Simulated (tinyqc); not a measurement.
Anisotropic elasticity and sound waves of a cubic crystal: one step, computed by the program tinyqc.

Voigt order 1..6 = xx, yy, zz, yz, xz, xy, with engineering shear strains. The rotated frame has x' as named, z' along the wafer normal and y' = z' x x'.

Problem. Thermal stress in a film with this orientation. On cooling, a thick substrate imposes eps_1 = eps_2 = (alpha_film - alpha_substrate) Delta T and eps_6 = 0; the free surface sets sigma_3 = sigma_4 = sigma_5 = 0, which fixes eps_3, eps_4, eps_5. Biaxial modulus M = (sigma_1 + sigma_2)/(2 eps); energy density M eps^2. Elastic response and constant coefficients are assumed.

Inputs (values chosen for the exercise, modelled on indium arsenide): expansion coefficient of the film = 4.5 ppm/K; expansion coefficient of the substrate = 2.6 ppm/K; cooling Delta T = 300 K.

Frame: (001) wafer, x' along [110].

C' (GPa), lower triangle (symmetric):
```
        1       2      3      4      5      6
1  103.94
2   24.56  103.94
3   44.96   44.96  83.54
4    0.00    0.00   0.00  39.69
5    0.00    0.00   0.00   0.00  39.69
6    0.00    0.00   0.00   0.00   0.00  19.29
```

Give: in-plane strain; elastic strain along the normal; stress along x'; stress along y'; biaxial modulus M; energy density.

Solution.

in-plane strain = 0.57 per mille

elastic strain along the normal = -0.6135 per mille

stress along x' = 45.66 MPa

stress along y' = 45.66 MPa

biaxial modulus M = 80.11 GPa

energy density = 0.02603 MJ/m^3

The film ends in tension.
